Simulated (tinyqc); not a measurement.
Worked calculation: defect, radiative and Auger recombination at equal electron and hole densities (ABC model). Values are carried at full precision from step to step, so a last printed digit may differ when a step is redone from the rounded ones.

J/(e d) = Ae n + B n^2 + C n^3 with Ae = A + 4 S/w (four side walls, carriers spread evenly), e = 1.602176634e-19 C, lengths in cm; internal efficiency IQE = B n^2/(Ae n + B n^2 + C n^3); all injected carriers recombine in the layer.

Values chosen for the exercise (orders of magnitude like those quoted for GaN; the results hold for these values, not for the real material):
```
symbol  value    unit        meaning
A       5300000  1/s         defect rate
B       2.5e-12  cm^3/s      radiative coefficient
C       1e-31    cm^6/s      Auger coefficient
S       340      cm/s        recombination velocity of the side walls
w       48       micrometre  side of the square mesa
d       5.9      nm          active thickness
J       340      A/cm^2      current density
ex      0.5                  extraction efficiency
Eph     2.7      eV          photon energy
```

## The efficiency peak

IQE peaks at n_p = sqrt(Ae/C); with Q = B/sqrt(Ae C), IQE_max = Q/(Q + 2).

Ae = 5.583e+06 1/s
n_p = 7.472e+18 1/cm^3
Q = 3.346
IQE_max = 0.626
J at the peak = 21.1 A/cm^2

The side walls supply 5 % of Ae.

## Carrier density at the given current

G = J/(e d). Newton steps from the smallest of G/Ae, sqrt(G/B) and (G/C)^(1/3); stop when the relative step is below 1e-9.

G = 3.597e+27 1/(cm^3 s)

Newton steps:
```
step  n (1/cm^3)   rate/G  relative step
1     3.3009e+19  1.80860          -0.18
2     2.7164e+19  1.11228         -0.041
3     2.6050e+19  1.00363        -0.0015
4     2.6012e+19  1.00000       -1.7e-06
5     2.6012e+19  1.00000       -2.4e-12
```

n = 2.601e+19 1/cm^3

The start is an upper bound and the function is convex, so the steps fall monotonically; 5 are needed.

## Shares, lifetimes and light

Shares of the three paths; lifetime n/G = 1/(Ae + B n + C n^2); differential lifetime 1/(Ae + 2 B n + 3 C n^2) and bandwidth 1/(2 pi tau_d); optical power density ex IQE J Eph/e.

shares: defect 0.0404, radiative 0.4703, Auger 0.4893

lifetime = 7.23 ns
differential lifetime = 2.95 ns
bandwidth = 53.9 MHz
optical power density = 216 W/cm^2

The Auger path is the largest; the device runs above its efficiency peak, where the defect and Auger shares are equal.

## Checks

- Density from Newton steps against bisection (1/cm^3): both 2.6012e+19.

Program tinyqc; command `OMP_NUM_THREADS=1 python tinyqc.py 1681935 1681936 out.jsonl`; about 0.01 s on one thread of a shared Intel(R) Xeon(R) Processor @ 2.30GHz.
